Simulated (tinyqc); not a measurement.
Inside a calculation. Method: coherent transport through a tight-binding region between two chains. Computed by tinyqc, a small Python program that keeps every step. Settings: temperature = 300, mu = 0.38. Command: `OMP_NUM_THREADS=1 python tinyqc.py 22979 22980 out.jsonl` (the two numbers bound the seeds that draw the settings). One thread of a shared host (Intel(R) Xeon(R) Processor @ 2.60GHz), about 0.08 s of CPU time with the checks.

## Transmission at E = 0.98 eV

H of the central region (eV):
```
[[0.000000, -0.570000, 0.000000, 0.000000, 0.000000],
 [-0.570000, 1.010000, -0.570000, 0.000000, 0.000000],
 [0.000000, -0.570000, 1.010000, -1.850000, 0.000000],
 [0.000000, 0.000000, -1.850000, 1.010000, -0.730000],
 [0.000000, 0.000000, 0.000000, -0.730000, 0.000000]]
```

Leads: semi-infinite chains with site energy 0:
```
parameter                           value
lead hopping t (eV)              2.640000
coupling to the left lead (eV)   0.740000
coupling to the right lead (eV)  0.720000
left contact site                       1
right contact site                      5
```

E = 0.980000 eV

Surface Green function g = (E - i sqrt(4 t^2 - E^2)) / (2 t^2); self-energy tc^2 g on each contact site; G = (E - H - Sigma)^(-1); Gamma = -2 Im Sigma; T = Gamma_L Gamma_R |G_LR|^2; local density of states -Im G_ii / pi.

g = 0.070305-0.372206i 1/eV

G (1/eV):
```
[[0.207425-0.029825i, 1.401105-0.024907i, -0.133683+0.028515i, -0.433860+0.008136i, 0.320956-0.071929i],
 [1.401105-0.024907i, -2.323190-0.459866i, 0.231008+0.000703i, 0.719540+0.141700i, -0.555860+0.004041i],
 [-0.133683+0.028515i, 0.231008+0.000703i, 0.145841-0.028478i, 0.471730-0.000678i, -0.350211+0.072141i],
 [-0.433860+0.008136i, 0.719540+0.141700i, 0.471730-0.000678i, -0.214046-0.043670i, 0.165586-0.000075i],
 [0.320956-0.071929i, -0.555860+0.004041i, -0.350211+0.072141i, 0.165586-0.000075i, 0.894327-0.182827i]]
```

local density of states (1/eV): [0.009494, 0.146380, 0.009065, 0.013901, 0.058196]

transmission = 0.017019

## Transmission across the band

The same steps on a grid of energies.

T(E):
```
E (eV)              T
-5.01600000  1.56e-10
-4.51440000  1.17e-09
-4.01280000  5.65e-09
-3.51120000  2.68e-08
-3.00960000  1.44e-07
-2.50800000  1.00e-06
-2.00640000  0.000011
-1.50480000  0.000421
-1.00320000  0.019877
-0.50160000  0.054933
0.00000000   0.355440
0.50160000   0.034816
1.00320000   0.018203
1.50480000   0.006727
2.00640000   0.000310
2.50800000   0.000116
3.00960000   0.007601
3.51120000   0.000005
4.01280000   2.96e-07
4.51440000   3.07e-08
5.01600000   2.59e-09
```

levels of the isolated region (eV): [-1.160973, -0.265959, 0.146107, 1.278155, 3.032669]

## Current

I = (2e/h) int T(E) [f(E - mu - V/2) - f(E - mu + V/2)] dE at 300 K with mu = 0.38 eV, the bias not changing H; 2e^2/h = 77.48092 microsiemens; the integral runs over the band on 4001 points.

Current:
```
V (volt)  I (microampere)
0.010000         0.059996
0.050000         0.301876
0.100000         0.615644
0.200000         1.327075
0.400000         3.380450
0.800000         9.258248
```
